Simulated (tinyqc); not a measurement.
Bulk resistivity and mean free path from two films.

Question. In the thick-film limit single-crystal films obey rho = rho0 (1 + 3 (1 - ps) lam/(8 d)). Find rho0, lam and the product rho0 lam.

Parameters, values chosen for the exercise: specular share of surface scattering ps = 0.3.

rho at d = 100 and 300 nm (uohm cm): [1.9037605, 1.7812535]

Answer. rho is a straight line in 1/d: the intercept is rho0 and the slope (3/8)(1 - ps) rho0 lam. Without ps only the product (1 - ps) lam could be found.

rho0 = 1.720 uohm cm
lam = 40.70 nm
rho0 lam = 70.00 uohm cm nm

tinyqc, about 0.01 s, one thread, Intel Xeon 2.30GHz (shared host): `OMP_NUM_THREADS=1 python tinyqc.py 2100019 2100020 out.jsonl`
